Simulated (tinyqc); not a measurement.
Level against strength of the defect: Koster-Slater impurity in an sp3s* host.

sp3s* tight binding, nearest neighbours only: anion (a) at 0, cation (c) at a/4 (1,1,1), orbitals s, px, py, pz, s* on each; k in units of 2 pi/a. With phases e_j = exp(i (pi/2) k.n_j) for n = (1,1,1), (1,-1,-1), (-1,1,-1), (-1,-1,1): g0 = (e1+e2+e3+e4)/4, g1 = (e1+e2-e3-e4)/4, g2 = (e1-e2+e3-e4)/4, g3 = (e1-e2-e3+e4)/4. The diagonal holds the levels Esa, Epa, Exa (s*) and Esc, Epc, Exc. Anion-cation block: <sa|sc> = Vss g0; <sa|xc> = Vsapc g1; <xa|sc> = -Vscpa g1; <xa|xc> = Vxx g0; <xa|yc> = <ya|xc> = Vxy g3, <xa|zc> = <za|xc> = Vxy g2, <ya|zc> = <za|yc> = Vxy g1; <s*a|xc> = Vxapc g1; <xa|s*c> = -Vpaxc g1; y and z take g2 and g3 in place of g1; s-s* and s*-s* vanish.

A defect on an anion site (a) shifts the s level there by Vs or the three p levels by Vp and leaves the rest. A level in the gap solves 1/Vs = G_s(E) (symmetry A1) or 1/Vp = G_p(E) (T2, threefold), with G(E) = (1/N^3) sum over k and bands of w/(E - e), where w is the weight of the state on the s orbital of that site, or the mean weight on its px, py, pz. Mesh: k = f1 (-1,1,1) + f2 (1,-1,1) + f3 (1,1,-1), f = (j + 1/2)/N, j = 0 to N - 1. Energies from the top of the valence band at Gamma; the s* orbital of the site is left as it is. An infinite shift removes the s or p orbitals, the model of the ideal vacancy: G(E) = 0.

Values chosen for the exercise (out of a larger set: near a published set for GaAs; not measured data): p = (-8.314, 1.037, -2.649, 3.656, 8.603, 6.741, -6.472, 1.955, 5.074, 4.482, 5.778, 4.846, 4.824) eV (order Esa, Epa, Esc, Epc, Exa, Exc, Vss, Vxx, Vxy, Vsapc, Vscpa, Vxapc, Vpaxc); N = 4 (mesh).

Eg (smallest gap of the host) = 1.58973 eV

A dash: no level in the gap from 0 to Eg. The last row is the ideal vacancy.

Levels (eV above the valence band):

| shift (eV) | A1 | T2 |
|---|---|---|
| -40 | 0.937 | - |
| -20 | 1.156 | - |
| -12 | 1.349 | - |
| -8 | 1.500 | - |
| -5 | - | - |
| -3 | - | - |
| +3 | - | - |
| +5 | - | 0.101 |
| +8 | - | 0.493 |
| +12 | - | 0.816 |
| +20 | - | 1.098 |
| +40 | 0.112 | 1.296 |
| vacancy | 0.609 | 1.463 |

A1: a level lies in the gap for the attractive shifts -8, -12, -20 and -40 eV and for the repulsive +40 eV; both branches tend to the vacancy level, 0.609 eV, which pins them. T2: no attractive shift listed puts a level in the gap, but a level lies there for the repulsive +5, +8, +12, +20 and +40 eV; the vacancy level lies at 1.463 eV. A level passes the edges where the shift equals 1/G, a value that is sensitive to the mesh there: on this one 1/G(0) = 33.9 and 1/G(Eg) = -6.1 eV for s, 4.3 and -41.3 eV for p.

tinyqc: `OMP_NUM_THREADS=1 python tinyqc.py 1451332 1451333 out.jsonl`; about 0.05 s, one thread, shared Intel(R) Xeon(R) Processor @ 2.30GHz.
